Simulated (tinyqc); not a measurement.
Round nanowire with a gate all round, subbands and threshold shift from confinement: one step of the calculation.

Undoped body with a flat potential across it, hard walls, transport along x. Three valley pairs (g = 2 each) with the longitudinal mass along x, y or z. Non-parabolicity enters the subband edges through E (1 + al E) = gamma, so E = 2 gamma/(1 + sqrt(1 + 4 al gamma)); motion within a subband is taken as parabolic with the band-edge mass. Energies are counted from the bulk band edge.

Task. Threshold shift. Each subband has N_k = g sqrt(2 mx m0 kB T/(pi hbar^2)); without degeneracy n = exp(EF/Vt) sum N_k exp(-E_k/Vt). Classical value Nc times pi t^2/4, Nc = sum over valleys of 2 g (m m0 kB T/(2 pi hbar^2))^1.5 with m = (mx my mz)^(1/3). Threshold shift dVT = Vt ln(classical value/sum N_k exp(-E_k/Vt)). Use the subbands listed.

Values chosen for this exercise; masses close to those of silicon:
```
symbol  value  unit            meaning
T         200     K        temperature
ml      0.919    m0  longitudinal mass
mt      0.194    m0    transverse mass
t         3.3    nm           diameter
```

Constants: q = 1.602176634e-19 C, kB = 1.380649e-23 J/K, hbar = 1.054571817e-34 J s, m0 = 9.1093837015e-31 kg, Vt = kB T/q. Results are converted to the units shown.

| subband | E_k (eV) | N_k (cm^-1) |
|---|---|---|
| y0,1 | 0.21227215 | 3.3426884e6 |
| z0,1 | 0.21227215 | 3.3426884e6 |
| x0,1 | 0.35054466 | 7.2753315e6 |
| y1,1 | 0.53890251 | 6.6853769e6 |
| z1,1 | 0.53890251 | 6.6853769e6 |

Wanted: shares; sum N_k exp(-E_k/Vt); Nc; classical value; dVT.

Result.

shares, subband y0,1 to z1,1 (%): [49.982, 49.982, 0.036, 0.000, 0.000]
sum N_k exp(-E_k/Vt) = 29.940 cm^-1
Nc = 1.5242e19 cm^-3
classical value = 1.3037e6 cm^-1
dVT = 184.09 mV

Range of the model: For the strongly anisotropic y and z valleys the mean inverse mass serves only for l = 0; pairs with l > 0 really split widely.

Program tinyqc, `OMP_NUM_THREADS=1 python tinyqc.py 2350116 2350117 out.jsonl`; Intel Xeon 2.30GHz, shared host, one thread, about 0.2 s.
